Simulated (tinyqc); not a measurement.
Deep-level transient spectroscopy: two steps of the calculation.

Schottky contact on an n-type layer with shallow donors Nd (all ionised) and a donor-like deep trap, neutral when filled and positive when empty; depletion approximation. Traps within lam of the depletion edge stay filled. A long pulse to Vp fills the traps beyond x1 = Wp - lam; back at Vr those between x1 and x2 = Wr - lam emit. A rate window reads S = C(t2) - C(t1).

Parameters, values chosen for the exercise; material values close to those of 4H silicon carbide: relative permittivity eps_r = 9.85; conduction-band density of states at 300 K Nc = 1.67e19 cm^-3; thermal velocity at 300 K vth = 1.9e7 cm/s; shallow donor density Nd = 5.9e16 cm^-3; built-in voltage Vbi = 1.21 V; depth of the trap below the conduction edge Et = 0.25 eV; capture cross-section sn = 1.5e-16 cm^2; trap density Nt = 6.5e15 cm^-3; reverse bias Vr = 6.1 V; reverse bias during the filling pulse Vp = 0.5 V; first sampling time t1 = 1 ms; second sampling time t2 = 2.5 ms; temperature of the transient T = 176 K.

Constants: q = 1.602176634e-19 C, kB = 1.380649e-23 J/K, eps0 = 8.8541878128e-14 F/cm where lengths are in cm. Results are converted to the units shown.

Question 1. Emission rate and rate window. Emission rate en = sn vth(T) Nc(T) exp(-Et/kB T) = sn g T^2 exp(-Et/kB T), g = vth Nc/(300 K)^2, as vth goes as T^0.5 and Nc as T^1.5 (degeneracy factor 1). For an exponential transient S peaks where en = ew = ln(t2/t1)/(t2 - t1).

Find: g; en; 1/en; ew.

Answer 1.

g = 3.5256e21 cm^-2 s^-1 K^-2
en = 1136.5 1/s
1/en = 0.87990 ms
ew = 610.86 1/s

Question 2. Widths. lam = sqrt(2 eps0 eps_r (EF - ET)/(q Nd)), EF - ET = Et - (kB T/q) ln(Nc(T)/Nd), Nc(T) = Nc (T/300 K)^1.5. In the steady state at the band bending V, 2 eps0 eps_r V/q = Nd W^2 + Nt (W - lam)^2 (the second term only if W > lam). V = Vbi + Vr gives Wr and V = Vbi + Vp gives Wp; x1 = max(Wp - lam, 0).

Wanted: lam; Wr; Wp; x1; x2; G = (x2^2 - x1^2)/Wr^2.

Answer 2.

lam = 57.070 nm
Wr = 353.82 nm
Wp = 173.39 nm
x1 = 116.32 nm
x2 = 296.75 nm
G = (x2^2 - x1^2)/Wr^2 = 0.59534

Range of the model: With Nt above a tenth of Nd the edge x2 moves during the transient, which this model holds fixed, and the transient is not a plain exponential.

Numbers from tinyqc (`OMP_NUM_THREADS=1 python tinyqc.py 2050038 2050039 out.jsonl`; about 0.01 s on one thread of a shared Intel Xeon 2.30GHz).
